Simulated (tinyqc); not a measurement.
# MOS capacitor on an n-type substrate, surface potential from the exact charge relation, step by step

Program tinyqc, `OMP_NUM_THREADS=1 python tinyqc.py 2060023 2060024 out.jsonl`; Intel Xeon 2.30GHz, shared host, one thread, about 0.01 s. Printed values are rounded.

Uniform n-type substrate, Boltzmann statistics, full ionisation, classical densities. psi is the surface potential against the body (positive when the bands bend down) and u = -psi/Vt. Traps are spread evenly over the gap and neutral at flat band, so their charge is -q Dit psi; the minority quasi-Fermi level is shifted by Vb.

Inputs (values chosen for the exercise); band and dielectric values those of a made-up semiconductor: temperature T = 325 K; band gap Eg = 0.813 eV; relative permittivity eps_r = 16.7; conduction-band density of states at T Nc = 1.95e17 cm^-3; valence-band density of states at T Nv = 9.43e18 cm^-3; electron affinity chi = 5.66 eV; donor density of the substrate N = 4.8e15 cm^-3; relative permittivity of the gate insulator (close to silicon nitride) eox = 7.28; insulator thickness tox = 28 nm; gate work function phiM = 6.09 eV; fixed charge at the interface, in units of q Nf = 5.8e10 cm^-2; density of interface traps Dit = 0 cm^-2 eV^-1; reverse bias of the inversion layer against the body Vb = 1.8 V; gate voltage against the body Vg = -4.09 V.

Constants: q = 1.602176634e-19 C, kB = 1.380649e-23 J/K, Vt = kB T/q, eps0 = 8.8541878128e-14 F/cm where lengths are in cm. Results are converted to the units shown.

Range of the model: At this gate voltage the surface density exceeds 0.3 of the band density of states, so degeneracy and confinement would lower the charge and capacitance.

## Flat band, threshold and scales

ni = sqrt(Nc Nv) exp(-Eg/(2 Vt)), Eg in volts; phiF = Vt ln(N/ni); Cox = eps0 eox/tox; Vfb = phiM - chi - Vt ln(Nc/N) - q Nf/Cox; Q0 = sqrt(2 eps0 eps_r q N Vt); r = (ni/N)^2 exp(-Vb/Vt); VT = Vfb - [(2 phiF + Vb)(1 + q Dit/Cox) + sqrt(2 eps0 eps_r q N (2 phiF + Vb))/Cox].

ni = 6.74021e11 cm^-3
phiF = 0.248440 V
Cox = 0.230209 uF/cm^2
Vfb = 0.285888 V
Q0 = 7.98089 nC/cm^2
r = 2.41128e-36
VT = -2.32495 V

## Starting value

psi = Vg - Vfb, limited to the range from +4 Vt to -(2 phiF + Vb + 4 Vt).

psi at the start = -2.40891 V

## Iteration 1: Newton step for the surface potential

u = -psi/Vt; F^2 = exp(-u) + u - 1 + r (exp(u) - u - 1); Qs = +sign(u) Q0 F; Cs = -dQs/dpsi = (Q0/Vt) |1 - exp(-u) + r (exp(u) - 1)|/(2 F). f = Vfb + psi + (q Dit psi - Qs)/Cox - Vg, f' = 1 + (Cs + q Dit)/Cox, psi(new) = psi - f/f'.

u = 86.0129
F = 11.8157
Qs = 94.2999 nC/cm^2
Cs = 0.670449 uF/cm^2
f = 1.55735 V
f' = 3.91235
psi after iteration 1 = -2.80697 V

## Iteration 2: Newton step for the surface potential

As before.

u = 100.226
F = 9014.81
Qs = 71946.2 nC/cm^2
Cs = 1284.46 uF/cm^2
f = -310.957 V
f' = 5580.55
psi after iteration 2 = -2.75125 V

This iterate lies far beyond the solution, so its charge is not a physical one.

## Course of the Newton iteration

Stop when the step is below 1e-10 V, or after 60 iterations.

Course of the iteration:
```
iteration	psi before the step (V)	f (V)	step (V)
1	-2.40891	1.56	-0.398
2	-2.80697	-311	0.0557
3	-2.75125	-114	0.0552
4	-2.69605	-41.5	0.0538
5	-2.64228	-14.8	0.0500
6	-2.59229	-4.99	0.0410
7	-2.55127	-1.45	0.0246
8	-2.52669	-0.274	7.20e-3
9	-2.51948	-0.0168	5.03e-4
10	-2.51898	-7.53e-5	2.27e-6
11	-2.51898	-1.52e-9	4.60e-11
```

Converged in 11 iterations.

## Charges, field and capacitances at the solution

converged psi = -2.51898 V

u = -psi/Vt; F^2 = exp(-u) + u - 1 + r (exp(u) - u - 1); Qs = +sign(u) Q0 F; Cs = -dQs/dpsi = (Q0/Vt) |1 - exp(-u) + r (exp(u) - 1)|/(2 F). Low frequency: 1/C_LF = 1/Cox + 1/(Cs + q Dit). High frequency, in the simple estimate in which traps and minority carriers do not follow: 1/C_HF = 1/Cox + 1/Cd, Cd being Cs with r = 0 at the same psi. Minority sheet density N_inv = (Q0/(2 q)) int_0^u r (exp(t) - 1)/F(t) dt for u > 0. Oxide field |Qs - q Dit psi + q Nf|/(eps0 eox).

Qs = 427.477 nC/cm^2
N_inv = 2.20484e12 cm^-2
oxide field = 0.677599 MV/cm
Cs = 7.39786 uF/cm^2
C_LF/Cox = 0.969821
C_HF/Cox = 0.0615859

The surface is in strong inversion (borders at |psi| = 0, phiF + Vb and 2 phiF + Vb = 2.30 V). Minority carriers make up 82.6 % of Qs.
